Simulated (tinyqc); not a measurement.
Plane-wave Kohn-Sham cycle with exchange-only LDA in a layered model solid, step by step. One step of it, computed by the program tinyqc.

Problem. Iteration 2: levels at that k. Diagonalise the Hermitian matrix.

H (hartree):
```
           -3         -2         -1         +0         +1         +2         +3
-3   0.585724  -0.290015   0.003561  -0.002488  -0.001146   0.000322   0.000479
-2  -0.290015   0.180168  -0.290015   0.003561  -0.002488  -0.001146   0.000322
-1   0.003561  -0.290015  -0.063165  -0.290015   0.003561  -0.002488  -0.001146
+0  -0.002488   0.003561  -0.290015  -0.144276  -0.290015   0.003561  -0.002488
+1  -0.001146  -0.002488   0.003561  -0.290015  -0.063165  -0.290015   0.003561
+2   0.000322  -0.001146  -0.002488   0.003561  -0.290015   0.180168  -0.290015
+3   0.000479   0.000322  -0.001146  -0.002488   0.003561  -0.290015   0.585724
```

Give: eigenvalues.

Solution.

eigenvalues (hartree): -0.5735  -0.2869  -0.0250  0.2243  0.3881  0.7624  0.7716
